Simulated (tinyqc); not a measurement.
Born-von Karman spring model of a cubic crystal with one atom per cell: one step, computed by the program tinyqc. Command: `OMP_NUM_THREADS=1 python tinyqc.py 3005195 3005196 out.jsonl springs walk`. One thread of a shared host (Intel(R) Xeon(R) Processor @ 2.30GHz), about 0.09 s of CPU time with the checks.

First neighbours lie at a/2 (1,1,1) (8 of them), second at a (1,0,0) (6), with all permutations and signs; the volume per atom is Omega = a^3/2. Two shells of springs match a real metal only roughly, above all at the zone boundary.

Problem. Elastic constants from long waves. [ij,kl] = (1/(2 Omega)) sum_R K_ij R_k R_l; C11 = [xx,xx], C44 = [xx,yy], C12 = 2 [xy,xy] - C44; B = (C11 + 2 C12)/3; Zener ratio A = 2 C44/(C11 - C12). K(R) = kL n n^T + kT (1 - n n^T).

Inputs (values chosen for the exercise, modelled on molybdenum):

| quantity | value | unit |
|---|---|---|
| lattice constant a | 3.147 | angstrom |
| radial spring k1L | 4 | eV/angstrom^2 |
| transverse spring k1T | -0.029 | eV/angstrom^2 |
| radial spring k2L | 3 | eV/angstrom^2 |
| transverse spring k2T | -0.21 | eV/angstrom^2 |

Lattice: bcc.

Constants: 1 eV/angstrom^3 = 160.2176634 GPa.

Give: C11; C12; C44; bulk modulus B; Zener ratio A.

Solution.

C11 = 439.3 GPa

C12 = 161.1 GPa

C44 = 112.4 GPa

bulk modulus B = 253.8 GPa

Zener ratio A = 0.8082

C12 - C44 = 48.67 GPa: the Cauchy relation fails because sum_R kT R^2 is not zero; a negative sum gives a positive Cauchy pressure.
